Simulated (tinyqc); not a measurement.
How the errors depend on the field: Haynes-Shockley experiment: drift, diffusion and decay of a minority-carrier pulse. Computed by tinyqc, a small Python program. Command: `OMP_NUM_THREADS=1 python tinyqc.py 3110885 3110886 out.jsonl haynes walk`. One thread of a shared host (Intel(R) Xeon(R) Processor @ 2.30GHz), about 0.02 s of CPU time with the checks.

A thin sheet of excess carriers is made at x = 0, t = 0 in a long uniform bar; injection is low, so the pulse moves with the minority mobility.

Inputs (values chosen for the exercise, modelled on holes in n-type germanium in a lightly doped bar):
```
quantity                       value         unit
minority mobility mu            1710   cm^2/(V s)
lifetime tau                      92  microsecond
temperature T                    300            K
field F                          6.9         V/cm
distance d to the collector      0.2           cm
injected sheet density N0    2.5e+10       1/cm^2
```

Constants: k_B = 8.617333262e-05 eV/K.

Method:
- D = mu k_B T/e, v = mu F.
- Transit time d/v, diffusion length sqrt(D tau), drift length v tau, Peclet number v d/D = e F d/(k_B T).
- dn(x, t) = N0/sqrt(4 pi D t) exp(-(x - v t)^2/(4 D t) - t/tau).
- At fixed x the signal peaks where d ln(dn)/dt = 0: a t^2 + t/2 - x^2/(4 D) = 0 with a = v^2/(4 D) + 1/tau.
- The full width at half maximum is found by solving dn(x, t) = peak/2 on both sides of the peak.
- With w that width: mu = d/(F t_p); D = (w d)^2/(16 ln2 t_p^3). The field is scaled by the factors listed.

D = 44.2069 cm^2/s

Errors of the simple reading:
```
factor  F (V/cm)   v d/D  v^2 tau/(4 D)  error of mu (%)  error of D (%)
0.5         3.45   26.69           18.1           6.5391          6.3934
0.7         4.83   37.37           35.5           4.1105          4.5824
1.0         6.90   53.38           72.4           2.5787          3.2065
1.5        10.35   80.07          163.0           1.5630          2.1333
2.5        17.25  133.45          452.7           0.8625          1.2764
4.0        27.60  213.52         1158.9           0.5126          0.7962
7.0        48.30  373.67         3549.1           0.2821          0.4542
```

What follows from these numbers?

The error of mu falls from 6.54 to 0.282 %. For large v d/D it is about D/(v d) + 2 D/(v^2 tau), here 0.282 % in the last row: one part from spreading, one from recombination.

Extremes, crossings and ranges named in words are read from the listed rows.
